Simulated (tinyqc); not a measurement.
On-chip power grid, static voltage drop by conjugate gradients: one step of the calculation.

A grid of 4 rows and 4 columns, node k = 4 row + column. Neighbours in a row are joined by Rx, in a column by Ry; pad nodes, which reach the supply through Rp: 0, 3, 12, 15. Each node draws I0, node 14 draws kh I0. The drops u = Vdd - V solve G u = i, with G the conductance matrix (1/Rp added on the diagonal at pad nodes).

Question. Conjugate-gradient step. q = G p; a = (r.r)/(p.q); u(new) = u + a p; r(new) = r - a q; b = (r.r)(new)/(r.r); p(new) = r(new) + b p.

Parameters, values chosen for the exercise:
```
symbol  value  unit                                   meaning
Rx        1.1   ohm        resistance of a horizontal segment
Ry        1.6   ohm          resistance of a vertical segment
Rp       0.16   ohm  resistance from a pad node to the supply
```

u after iteration 1 (mV):
```
           col 0      col 1      col 2      col 3
row 0  0.8188457  0.8188457  0.8188457  0.8188457
row 1  0.8188457  0.8188457  0.8188457  0.8188457
row 2  0.8188457  0.8188457  0.8188457  0.8188457
row 3  0.8188457  0.8188457  6.5507656  0.8188457
```

r after iteration 1 (mA):
```
            col 0      col 1       col 2       col 3
row 0  -3.6177856  1.5000000   1.5000000  -3.6177856
row 1   1.5000000  1.5000000   1.5000000   1.5000000
row 2   1.5000000  1.5000000   5.0824499   1.5000000
row 3  -3.6177856  6.7108363  -2.0041225   1.5930506
```

p after iteration 1 (mA):
```
            col 0      col 1      col 2       col 3
row 0  -2.4622071  2.6555785  2.6555785  -2.4622071
row 1   2.6555785  2.6555785  2.6555785   2.6555785
row 2   2.6555785  2.6555785  6.2380285   2.6555785
row 3  -2.4622071  7.8664148  7.2405058   2.7486292
```

Find: q; a; u after iteration 2; r after iteration 2; b; p after iteration 2.

Answer.

q (mA S):
```
        col 0  col 1  col 2   col 3
row 0  -23.24   4.65   4.65  -23.24
row 1    3.20   0.00  -2.24    3.20
row 2    3.20  -6.51   8.13   -3.31
row 3  -27.98  13.22   4.14   13.15
```

a = 0.3243 ohm

u after iteration 2 (mV):
```
       col 0  col 1  col 2  col 3
row 0  0.020  1.680  1.680  0.020
row 1  1.680  1.680  1.680  1.680
row 2  1.680  1.680  2.842  1.680
row 3  0.020  3.370  8.899  1.710
```

r after iteration 2 (mA):
```
       col 0   col 1   col 2   col 3
row 0  3.919  -0.009  -0.009   3.919
row 1  0.463   1.500   2.226   0.463
row 2  0.463   3.612   2.447   2.575
row 3  5.455   2.425  -3.347  -2.673
```

b = 0.8633

p after iteration 2 (mA):
```
       col 0  col 1  col 2   col 3
row 0  1.793  2.284  2.284   1.793
row 1  2.755  3.792  4.519   2.755
row 2  2.755  5.905  7.832   4.867
row 3  3.329  9.216  2.903  -0.300
```

Numbers from tinyqc (`OMP_NUM_THREADS=1 python tinyqc.py 2770120 2770121 out.jsonl`; about 0.1 s on one thread of a shared Intel Xeon 2.30GHz).
